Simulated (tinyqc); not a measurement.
## Ionisation constants from two fields

Inverse problem. alpha_n = an exp(-bn/E). Find bn and an.

alpha_n at 2010 and 3730 kV/cm (1/cm): [20.257491, 41156.341]

Solution. ln alpha is a straight line in 1/E with slope -bn and intercept ln an.

bn = 3.32e7 V/cm
an = 3.02e8 1/cm

Program tinyqc, `OMP_NUM_THREADS=1 python tinyqc.py 2120019 2120020 out.jsonl`; Intel Xeon 2.30GHz, shared host, one thread, about 0.06 s.
